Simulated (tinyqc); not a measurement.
Gate length: charge control and current of a heterostructure field-effect transistor. Computed by tinyqc, a small Python program. Command: `OMP_NUM_THREADS=1 python tinyqc.py 3013974 3013975 out.jsonl hemt walk`. One thread of a shared host (Intel(R) Xeon(R) Processor @ 2.30GHz), about 0.01 s of CPU time with the checks.

Two subbands in a triangular well; E_F is counted from the conduction band edge of the channel at the interface.

Inputs (values chosen for the exercise, modelled on AlGaN/GaN):

| quantity | value | unit |
|---|---|---|
| channel mass m | 0.2 | m_0 |
| permittivity eps (barrier and channel) | 9.22 | - |
| barrier thickness d | 18 | nm |
| Schottky barrier phi_B | 1.1 | eV |
| conduction band offset dE_c | 0.43 | eV |
| polarisation charge sigma/e | 1.4e+13 | 1/cm^2 |
| gate voltage V_G | 0 | V |
| mobility mu | 1700 | cm^2/(V s) |
| saturation velocity v_s | 1.3 | 1e7 cm/s |
| gate length L | 1700 | nm |
| source resistance R_S | 0.1 | ohm mm |
| temperature T | 300 | K |
| mixing | 0.5 | - |
| iteration cap | 200 | - |

Charge source: polarisation. Velocity law: two-piece.

Constants: e = 1.602176634e-19 C; eps_0 = 8.8541878128e-12 F/m; k_B = 8.617333262e-05 eV/K; hbar = 1.054571817e-34 J s; m_0 = 9.1093837015e-31 kg; k_B = 1.380649e-23 J/K.

Method:
- Threshold V_T = phi_B - dE_c - sigma d/(eps eps_0) (in volts); C_b = eps eps_0/d.
- Charge control: n_s = C_b (V_G - V_T - E_F/e)/e. Well: mean field F = e n_s/(2 eps eps_0), E_i = (hbar^2/2m)^(1/3) [(3 pi e F/2)(i + 3/4)]^(2/3), i = 0, 1; n_s = D k_B T sum_i ln(1 + exp((E_F - E_i)/k_B T)), D = m/(pi hbar^2), which is solved in closed form for E_F.
- Iteration from n_s = C_b (V_G - V_T)/(2e): E_F from n_s, n_out from the charge control, n_new = n_s + mixing (n_out - n_s), kept above n_s/10; stop when |n_out/n_s - 1| < 1e-9.
- C_g = e dn_s/dV_G = 1/(1/C_b + 1/C_q), 1/C_q = d(E_F/e)/d(e n_s) by a central difference of +/- 0.1 % in n_s; added distance dd = eps eps_0/C_q.
- With V = e n_s/C_g and V_c = v_s L/mu: for v = mu F up to v_s, I/W = C_g v_s V_c (sqrt(1 + (V/V_c)^2) - 1) and V_Dsat = V + V_c - sqrt(V^2 + V_c^2); g_m = dI/dV; extrinsic g_m/(1 + g_m R_S); f_T = g_m/(2 pi C_g L).

sheet density n_s = 1.08858e+13 1/cm^2

gate capacitance C_g = 0.417490 microfarad/cm^2

V = 4.17760 V

Scaling; the last columns are v_s/(2 pi L) and mu V/(2 pi L^2):

| L (nm) | I/W (mA/mm) | g_m (mS/mm) | extrinsic g_m (mS/mm) | f_T (GHz) | velocity limit (GHz) | mobility limit (GHz) |
|---|---|---|---|---|---|---|
| 30 | 2254.9 | 542.73 | 514.79 | 689.66 | 689.67 | 1.2559e+05 |
| 60 | 2242.6 | 542.70 | 514.77 | 344.81 | 344.84 | 3.1397e+04 |
| 120 | 2218.1 | 542.61 | 514.68 | 172.38 | 172.42 | 7.8493e+03 |
| 250 | 2166.0 | 542.17 | 514.29 | 82.67 | 82.76 | 1.8085e+03 |
| 500 | 2069.3 | 540.48 | 512.76 | 41.21 | 41.38 | 4.5212e+02 |
| 1000 | 1890.0 | 533.87 | 506.81 | 20.35 | 20.69 | 1.1303e+02 |
| 2000 | 1584.4 | 509.66 | 484.94 | 9.71 | 10.35 | 2.8258e+01 |
| 5000 | 998.5 | 400.36 | 384.95 | 3.05 | 4.14 | 4.5212e+00 |

f_T scales as L^-1.00 at the short end and L^-1.26 at the long end; the two limits cross at L = mu V/v_s = 5460 nm. g_m tends to C_g v_s = 543 mS/mm, and R_S cuts it by 5 % at the shortest gate. Fringe capacitances and short-channel effects, left out, lower f_T once L is below about ten barrier thicknesses. Caution: E_F lies above the conduction band minimum of the barrier, so electrons would spill into the barrier.

Extremes, crossings and ranges named in words are read from the listed rows.
